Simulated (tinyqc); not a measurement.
Inside a calculation: phonon-assisted absorption at an indirect gap. Values are carried at full precision from step to step, so a last printed digit may differ when a step is redone from the rounded ones.

alpha(E) = sum_j A_j [N_j (E - Eg + w_j)^2 + (N_j + 1)(E - Eg - w_j)^2], each bracket counted only where its base is positive; N_j = 1/(exp(w_j/kB T) - 1). The first term absorbs a phonon and the second emits one; excitons and direct transitions are left out.

Constants: kB = 8.617333262e-05 eV/K.

Parameters, chosen for this exercise (loosely those of GaP at room temperature; Eg is not tied to T; the results hold for these values, not for the real material): Eg = 2.26 eV (indirect gap, held fixed unless listed); w = (45.7, 13) meV (two zone-edge phonons); A = (4900, 630) 1/(cm eV^2) (their strengths); T = 300 K; E = 2.724 eV (photon energy); nr = 3.44 (refractive index); d = 16 micrometre (thickness); xj = 0.24 micrometre (dead layer at the surface); W = 0.53 micrometre (depleted width); L = 18 micrometre (minority diffusion length below it).

## The four branches at one energy

Evaluate the occupations and each term.

N_j: 0.2059  1.530

terms with phonon absorption (1/cm): 262.1  219.4

terms with phonon emission (1/cm): 1034  324.2

alpha = 1840 1/cm
wavelength hc/E (hc = 1239.841984 eV nm) = 455.2 nm

Phonon absorption supplies 26.2 % of alpha; the depth 1/alpha is 5.44 micrometre.

## What a slab does with it

Slab of thickness d in air, incoherent passes: R = ((nr - 1)/(nr + 1))^2, x = exp(-alpha d); transmitted Tr = (1 - R)^2 x/(1 - R^2 x^2), reflected Rt = R + (1 - R)^2 R x^2/(1 - R^2 x^2), absorbed Ab = (1 - R)(1 - x)/(1 - R x).

d in cm is 1e-4 times the value in micrometres.

R = 0.3020
x = 0.0527
Tr = 0.0257
Rt = 0.3024
Ab = 0.6719

A single pass would absorb (1 - R)(1 - x) = 0.6612; the back face adds 0.0107.

## Quantum efficiency of a diode

Photodiode (Gaertner form with a dead layer): QE = (1 - R) exp(-alpha xj) [1 - exp(-alpha W)/(1 + alpha L)], R = ((nr - 1)/(nr + 1))^2; responsivity = QE/E in A/W for E in eV.

Evaluate the factors; 1 micrometre = 1e-4 cm.

passes the dead layer = 0.9568
collected share = 0.7896
QE = 0.5273
responsivity = 0.1936 A/W

Without diffusion from below the collected share would be 0.0929.

## Checks

- Tr + Rt + Ab against 1: both 1.000000.

(tinyqc, `OMP_NUM_THREADS=1 python tinyqc.py 1650664 1650665 out.jsonl`, Intel(R) Xeon(R) Processor @ 2.30GHz, 1 thread, shared host, about 0.01 s.)
